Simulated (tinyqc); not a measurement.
Balance functions: hot carriers by balance equations with a heated Maxwellian. Computed by tinyqc, a small Python program. Command: `OMP_NUM_THREADS=1 python tinyqc.py 3010159 3010160 out.jsonl hot walk`. One thread of a shared host (Intel(R) Xeon(R) Processor @ 2.30GHz), about 0.01 s of CPU time with the checks.

The carriers follow a Maxwellian at an electron temperature T_e, slightly displaced; the drift energy is neglected against k_B T_e. The balance averages the rate, not the time, so mu_0 lies below the relaxation-time value.

Inputs (values chosen for the exercise, modelled on electrons in silicon):

| quantity | value | unit |
|---|---|---|
| effective mass m | 0.315 | m_0 |
| density rho | 2329 | kg/m^3 |
| sound velocity v_l | 9310 | m/s |
| acoustic deformation potential D_A | 8.6 | eV |
| phonon energy hbar w | 62.1 | meV |
| optical or intervalley deformation potential D_o | 4.3 | 1e8 eV/cm |
| final valleys Z_f | 5 | - |
| lattice temperature T | 500 | K |

Band: parabolic. Solver: Newton.

Constants: k_B = 8.617333262e-05 eV/K; k_B = 1.380649e-23 J/K; e = 1.602176634e-19 C; hbar = 1.054571817e-34 J s; m_0 = 9.1093837015e-31 kg; hbar = 6.582119569e-16 eV s.

Method:
- Parabolic band: E = hbar^2 k^2/(2 m), speed v = hbar k/m, states per spin, volume and energy g(E) = m k/(2 pi^2 hbar^2). Masses are multiplied by m_0 and all formulas are in SI units.
- Phonon occupation N_q = 1/(exp(hbar w/(k_B T)) - 1).
- Acoustic deformation potential (elastic, equipartition, absorption and emission together): 1/tau = 2 pi k_B T D_A^2 g(E)/(hbar rho v_l^2).
- Optical or intervalley deformation potential: 1/tau = (pi Z_f D_o^2/(rho w)) [N_q g(E + hbar w) + (N_q + 1) g(E - hbar w)], with g = 0 below the band edge.
- Averages over the Maxwellian, <y> = int y x^(1/2) exp(-x) dx / int x^(1/2) exp(-x) dx with x = E/(k_B T_e), split at x_0 = hbar w/(k_B T_e): 64 Gauss-Legendre points in sqrt(x) below it and 128 in sqrt(x - x_0) above it, up to x = 32. Momentum balance: mu(T_e) = e/(m nu), nu = <x (sum of rates)>/<x>. Power lost per carrier: P(T_e) = hbar w <emission rate - absorption rate> + <(2 m v_l^2/(k_B T)) (E - 2 k_B T) acoustic rate>.
- The field that sustains T_e follows from e mu F^2 = P.

Against the electron temperature:

| T_e (K) | mu (cm^2/(V s)) | P optical (1e9 eV/s) | P acoustic (1e9 eV/s) | F (kV/cm) | drift velocity (1e7 cm/s) |
|---|---|---|---|---|---|
| 550 | 575.97 | 12.29 | 2.2176e-01 | 4.660 | 0.26843 |
| 650 | 514.11 | 36.16 | 7.2324e-01 | 8.470 | 0.43545 |
| 800 | 449.30 | 69.61 | 1.6047e+00 | 12.589 | 0.56564 |
| 1000 | 391.52 | 109.69 | 2.9902e+00 | 16.965 | 0.66421 |
| 1500 | 309.37 | 192.20 | 7.3246e+00 | 25.396 | 0.78568 |
| 2500 | 234.04 | 313.34 | 1.8912e+01 | 37.678 | 0.88181 |
| 4000 | 182.81 | 444.58 | 4.1863e+01 | 51.583 | 0.94301 |
| 6000 | 148.34 | 577.56 | 8.0570e+01 | 66.609 | 0.98806 |

Optical phonons take 98 % of the power in the first row and 88 % in the last. The velocity grows as F^0.81 at first and as F^0.18 at the end, so it levels off; if optical phonons alone set both balances the limit at high T_e would be sqrt(3 hbar w tanh(hbar w/2 k_B T)/(4 m)) = 1.27 in the same unit. Rows above 1400 K (k_B T_e > 0.12 eV) stretch the parabolic band.
